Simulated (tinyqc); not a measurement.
Inside a calculation. Method: MP2 on RHF in the 3-21g basis, for H-, spin multiplicity 1. The basis has no diffuse functions, so it cannot describe the extra electron: this is an exercise in the method, not the real anion. One step of it, computed by the program tinyqc.

Question. Integrals over molecular orbitals. (pq|rs) = sum C_ip C_jq C_kr C_ls (ij|kl), one index at a time.

coefficients C, order 1H 1s, 1H 2s:
$$\begin{pmatrix}
0.206501 & 1.293510 \\
0.854116 & -0.993125
\end{pmatrix}$$

core Hamiltonian H = T + V (hartree), order 1H 1s, 1H 2s:
$$\begin{pmatrix}
-0.171513 & -0.489511 \\
-0.489511 & -0.408216
\end{pmatrix}$$

Two-electron integrals (ij|kl) in chemists' order, unique and non-zero (hartree):
```
(11|11) 1.140145   (21|11) 0.611403   (21|21) 0.345152   (22|11) 0.626370
(22|21) 0.380329   (22|22) 0.482957
```

Give: one-electron integrals over orbitals h = C^T H C; Two-electron integrals over orbitals.

Answer.

one-electron integrals over orbitals h = C^T H C (hartree):
$$\begin{pmatrix}
-0.4778 & -0.1400 \\
-0.1400 & 0.5681
\end{pmatrix}$$

Two-electron integrals over orbitals (pq|rs), unique and non-zero (hartree):
```
(11|11) 0.5552   (21|11) 0.1400   (21|21) 0.1378   (22|11) 0.6203
(22|21) 0.2509   (22|22) 0.8232
```
